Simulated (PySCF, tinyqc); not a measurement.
CID on RHF in the sto-3g basis, for H4, spin multiplicity 1, step by step. The lowest restricted solution is unstable here: a spin-polarised one lies 0.0053 hartree lower (PySCF). Computed by tinyqc, a small Python program that keeps every step (integrals from PySCF). Settings: charge = 0, multiplicity = 1, basis = sto-3g, method = RHF, energy threshold = 1e-10, iteration cap = 90, orthogonalisation = symmetric, start = Wolfsberg-Helmholz matrix, DIIS depth = 6, ci = CID. Command: `OMP_NUM_THREADS=1 python tinyqc.py 29094 29095 out.jsonl` (the two numbers bound the seeds that draw the settings). One thread of a shared host (Intel(R) Xeon(R) Processor @ 2.60GHz), about 0.05 s of CPU time with the checks. The early iterations of the SCF are left out here.

## One-electron integrals

Geometry (angstrom):
```
atom         x         y         z
H     0.000000  0.000000  0.000000
H     0.000000  0.000000  1.688000
H     0.000000  1.131000  0.000000
H     0.000000  1.131000  1.688000
```

Basis sto-3g: exponents (1/bohr^2) and contraction coefficients of normalised primitives:
```
element  l (shell)  exponent  coefficient
H            s (1)  3.425251     0.154329
H            s (1)  0.623914     0.535328
H            s (1)  0.168855     0.444635
```

Overlap, kinetic and nuclear-attraction integrals over the contracted functions; the nuclear repulsion is the sum of Za Zb / Rab.

nuclear repulsion = 2.08363238 hartree

overlap S, lower triangle:
```
          1H 1s     2H 1s     3H 1s     4H 1s
1H 1s  1.000000
2H 1s  0.194789  1.000000
3H 1s  0.422813  0.113115  1.000000
4H 1s  0.113115  0.422813  0.194789  1.000000
```

kinetic energy T (hartree), lower triangle:
```
           1H 1s      2H 1s      3H 1s     4H 1s
1H 1s   0.760032
2H 1s  -0.002126   0.760032
3H 1s   0.069649  -0.010459   0.760032
4H 1s  -0.010459   0.069649  -0.002126  0.760032
```

nuclear attraction V (hartree), lower triangle:
```
           1H 1s      2H 1s      3H 1s      4H 1s
1H 1s  -2.259217
2H 1s  -0.380457  -2.259217
3H 1s  -0.886102  -0.227335  -2.259217
4H 1s  -0.227335  -0.886102  -0.380457  -2.259217
```

core Hamiltonian H = T + V (hartree), lower triangle:
```
           1H 1s      2H 1s      3H 1s      4H 1s
1H 1s  -1.499185
2H 1s  -0.382582  -1.499185
3H 1s  -0.816453  -0.237794  -1.499185
4H 1s  -0.237794  -0.816453  -0.382582  -1.499185
```

## Two-electron integrals

Functions are numbered as in S; the eight-fold symmetry (ij|kl) = (ji|kl) = (kl|ij) leaves the list below.

Two-electron integrals (ij|kl) in chemists' order, unique and non-zero (hartree):
```
(11|11) 0.774606   (21|11) 0.099119   (21|21) 0.020699   (22|11) 0.310233
(22|21) 0.099119   (22|22) 0.774606   (31|11) 0.253007   (31|21) 0.036170
(31|22) 0.123546   (31|31) 0.110781   (32|11) 0.048719   (32|21) 0.010623
(32|22) 0.052553   (32|31) 0.022148   (32|32) 0.006564   (33|11) 0.437495
(33|21) 0.069614   (33|22) 0.259657   (33|31) 0.253007   (33|32) 0.052553
(33|33) 0.774606   (41|11) 0.052553   (41|21) 0.010623   (41|22) 0.048719
(41|31) 0.022148   (41|32) 0.006447   (41|33) 0.048719   (41|41) 0.006564
(42|11) 0.123546   (42|21) 0.036170   (42|22) 0.253007   (42|31) 0.053955
(42|32) 0.022148   (42|33) 0.123546   (42|41) 0.022148   (42|42) 0.110781
(43|11) 0.069614   (43|21) 0.014671   (43|22) 0.069614   (43|31) 0.036170
(43|32) 0.010623   (43|33) 0.099119   (43|41) 0.010623   (43|42) 0.036170
(43|43) 0.020699   (44|11) 0.259657   (44|21) 0.069614   (44|22) 0.437495
(44|31) 0.123546   (44|32) 0.048719   (44|33) 0.310233   (44|41) 0.052553
(44|42) 0.253007   (44|43) 0.099119   (44|44) 0.774606
```

## Orthogonalisation

S = U s U^T; symmetric (Loewdin) form X = U s^(-1/2) U^T, so that X^T S X = 1.

eigenvalues of S: 0.495512  0.658861  1.114909  1.730718

X, lower triangle:
```
           1H 1s      2H 1s      3H 1s     4H 1s
1H 1s   1.089944
2H 1s  -0.093890   1.089944
3H 1s  -0.236347   0.000422   1.089944
4H 1s   0.000422  -0.236347  -0.093890  1.089944
```

## Iteration 2 (converged): orbitals

converged F (hartree), lower triangle:
```
           1H 1s      2H 1s      3H 1s      4H 1s
1H 1s  -0.213425
2H 1s  -0.144515  -0.213425
3H 1s  -0.431550  -0.119011  -0.213425
4H 1s  -0.119011  -0.431550  -0.144515  -0.213425
```

Diagonalise F' = X^T F X, C = X C', fill 2 alpha and 2 beta electrons from the bottom; D = 2 C_occ C_occ^T. Each column has its largest component positive (the first on a tie).

F' = X^T F X (hartree), lower triangle:
```
           1          2          3          4
1  -0.020759
2  -0.095527  -0.020759
3  -0.412772   0.004131  -0.020759
4   0.004131  -0.412772  -0.095527  -0.020759
```

orbital energies (hartree): MO1 -0.524927, MO2 -0.342134, MO3 0.292355, MO4 0.491672

coefficients C:
```
            MO1        MO2        MO3        MO4
1H 1s  0.380064   0.473533   0.615989   0.710301
2H 1s  0.380064  -0.473533   0.615989  -0.710301
3H 1s  0.380064   0.473533  -0.615989  -0.710301
4H 1s  0.380064  -0.473533  -0.615989   0.710301
```

D after iteration 2, lower triangle:
```
           1H 1s      2H 1s      3H 1s     4H 1s
1H 1s   0.737364
2H 1s  -0.159569   0.737364
3H 1s   0.737364  -0.159569   0.737364
4H 1s  -0.159569   0.737364  -0.159569  0.737364
```

## Convergence

Stop when the energy changes by less than 1e-10 hartree and every element of the error matrix X^T (F D S - S D F) X is below 3e-06.

Course of the cycle:
```
iteration  E (hartree)     change  largest element of the error matrix
1          -2.00038117          -                             1.01e-15
2          -2.00038117  -1.78e-15                             7.70e-16
```

PySCF RHF in the same basis = -2.00038117 hartree

Converged in 2 iterations.

## Integrals over molecular orbitals

(pq|rs) = sum C_ip C_jq C_kr C_ls (ij|kl), one index at a time.

one-electron integrals over orbitals h = C^T H C (hartree), lower triangle:
```
           1          2          3          4
1  -1.696414
2   0.000000  -1.520538
3   0.000000   0.000000  -1.255988
4   0.000000   0.000000   0.000000  -1.085631
```

Two-electron integrals over orbitals (pq|rs), unique and non-zero (hartree):
```
(11|11) 0.446185   (21|21) 0.165023   (22|11) 0.445163   (22|22) 0.453101
(31|31) 0.113515   (32|32) 0.092379   (33|11) 0.437382   (33|22) 0.439737
(33|33) 0.446155   (41|32) 0.090179   (41|41) 0.088067   (42|31) 0.118316
(42|42) 0.127487   (43|21) 0.166486   (43|43) 0.182264   (44|11) 0.444132
(44|22) 0.452297   (44|33) 0.454458   (44|44) 0.467716
```

## CID: determinants and Hamiltonian

Hartree-Fock energy = -2.00038117 hartree

Slater-Condon rules over spin orbitals, with the nuclear repulsion added and E(HF) subtracted on the diagonal. Only determinants linked to the reference directly or through others are kept (one block of an abelian symmetry group), so some states are absent.

Occupation strings over the orbitals (2 doubly, a alpha, b beta, 0 empty; spin orbitals ordered 1a 1b 2a 2b ...): 2200 aabb 2020 abab 2002 abba baab 0220 baba 0202 bbaa

H - E(HF) between determinants (hartree), lower triangle:
```
           2200       aabb       2020       abab       2002       abba       baab       0220
2200   0.000000
aabb  -0.028137   0.851323
2020   0.092379   0.090179   0.594045
abab  -0.090179  -0.092379   0.076307   0.957608
2002   0.127487  -0.118316   0.182264   0.166486   1.034216
abba   0.118316  -0.127487  -0.166486  -0.182264  -0.048170   1.018164
baab   0.118316  -0.113515  -0.166486  -0.165023  -0.048170   0.000000   1.018164
0220   0.113515  -0.118316   0.165023   0.166486   0.000000  -0.048170  -0.048170   1.004408
baba  -0.090179  -0.088067   0.076307   0.000000   0.166486  -0.165023  -0.182264   0.166486
0202   0.088067   0.090179   0.000000   0.076307   0.165023  -0.166486  -0.166486   0.182264
bbaa  -0.028137   0.000000   0.090179  -0.088067  -0.118316  -0.113515  -0.127487  -0.118316

           baba      0202      bbaa
baba   0.957608
0202   0.076307  1.346705
bbaa  -0.092379  0.090179  0.851323
```

## CID: roots

Diagonalise (each vector has its largest component positive (the first on a tie)); all determinants have Ms = 0, so triplets appear too. The lowest singlet root is the correlation energy. The Davidson correction is (1 - c0^2) E_corr, c0 the coefficient of the reference.

lowest roots of this matrix, relative to E(HF) (hartree): -0.094358  0.339820  0.429875  0.788756  0.849852  0.953617  1.020050  1.023626

lowest vectors:
```
         root 1     root 2    root 3     root 4
2200   0.951999   0.073748  0.000000   0.226772
aabb   0.014157  -0.228470  0.408248   0.244562
2020  -0.154188   0.738717  0.000000   0.572672
abab   0.096519   0.096675  0.408248  -0.317993
2002  -0.107228  -0.357767  0.000000   0.288536
abba  -0.110676   0.131795  0.408248   0.073431
baab  -0.110676   0.131795  0.408248   0.073431
0220  -0.099338  -0.357945  0.000000   0.405023
baba   0.096519   0.096675  0.408248  -0.317993
0202  -0.070902   0.186835  0.000000  -0.201695
bbaa   0.014157  -0.228470  0.408248   0.244562
```

<S^2> of these roots: 0.000000  0.000000  6.000000  0.000000  2.000000  2.000000  0.000000  2.000000

weight of the ground state by excitation level 0, 1, 2, ...: 0.906302  0.000000  0.093698

Davidson correction = -0.00884115 hartree
